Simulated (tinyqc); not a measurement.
All-pass ring resonator: effect of the ring radius.

A ring of length L = 2 pi Rr coupled to one bus waveguide: round-trip amplitude a = 10^(-al L/20), self-coupling t = sqrt(1 - k2). At detuning d from the resonance the round-trip phase is p = 2 pi d/FSR and the transmission T = (a^2 - 2 a t cos p + t^2)/(1 - 2 a t cos p + a^2 t^2). Lossless coupler, linear absorption only.

FSR = lam^2/(ng L), finesse F = pi sqrt(a t)/(1 - a t), FWHM = FSR/F, Q = lam/FWHM, Tmin = (a - t)^2/(1 - a t)^2, power build-up k2 a^2/(1 - a t)^2, optical bandwidth c/(lam Q).

Inputs (values chosen for the exercise); values close to those of silicon waveguides: cold resonance wavelength lam = 1550 nm; group index ng = 4.32; propagation loss al = 6 dB/cm; power coupling k2 = 0.0059.

Constants: c = 299792458 m/s. Results are converted to the units shown.

The same in every row: t = 0.9970.

Result of one run:

| Rr (um) | a | Q | Tmin | build-up | bandwidth (GHz) |
|---|---|---|---|---|---|
| 21 | 0.9909 | 9.569e4 | 0.2600 | 40.23 | 2.021 |

What becomes of these results when the ring radius Rr is changed from 21 to 5 um, all else the same?

Result of the changed run:

| Rr (um) | a | Q | Tmin | build-up | bandwidth (GHz) |
|---|---|---|---|---|---|
| 5 | 0.9978 | 5.363e4 | 0.02364 | 224.5 | 3.606 |

The whole series:

| Rr (um) | a | Q | Tmin | build-up | bandwidth (GHz) |
|---|---|---|---|---|---|
| 5 | 0.9978 | 5.363e4 | 0.02364 | 224.5 | 3.606 |
| 8.1 | 0.9965 | 6.883e4 | 0.007398 | 140.7 | 2.810 |
| 13 | 0.9944 | 8.315e4 | 0.09735 | 79.54 | 2.326 |
| 21 | 0.9909 | 9.569e4 | 0.2600 | 40.23 | 2.021 |
| 34 | 0.9854 | 1.056e5 | 0.4435 | 18.58 | 1.832 |
| 56 | 0.9760 | 1.130e5 | 0.6130 | 7.769 | 1.712 |
| 90 | 0.9617 | 1.178e5 | 0.7382 | 3.222 | 1.642 |

As Rr goes from 5 to 90 um, Q rises from 53600 to 1.18e5, Tmin goes from 0.0236 through a minimum of 0.00740 (at Rr = 8.1 um among the rows listed) to 0.738 and the build-up falls from 224 to 3.22. The ring is overcoupled (t < a) in 1 of the 7 rows; the dip is deepest where t and a cross. Bend loss, which grows for small rings, is left out.

Computed by the program tinyqc: `OMP_NUM_THREADS=1 python tinyqc.py 2650039 2650040 out.jsonl`, one thread of a shared Intel Xeon 2.30GHz, about 0.01 s for the whole run.
